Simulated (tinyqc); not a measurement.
Barrier from its over-barrier resonances.

Problem. A flat barrier of width d = 0.7 nm between equal leads transmits fully where k d = n pi, that is at E_n = U + C (n pi/d)^2/m, C = hbar^2/(2 m0), whatever the lead mass. Find m and U.

Constants: q = 1.602176634e-19 C, hbar = 1.054571817e-34 J s, m0 = 9.1093837015e-31 kg, hbar^2/(2 m0) = 0.0380998212 eV nm^2. Results are converted to the units shown.

energies of resonances n = 1 and 2 (eV): [10.528335, 37.613341]

Solution. The spacing is 3 C (pi/d)^2/m, which gives m; either energy then gives U.

m = 0.0850 m0
U = 1.50 eV

Computed by the program tinyqc: `OMP_NUM_THREADS=1 python tinyqc.py 2560033 2560034 out.jsonl`, one thread of a shared Intel Xeon 2.30GHz, about 0.01 s for the whole run.
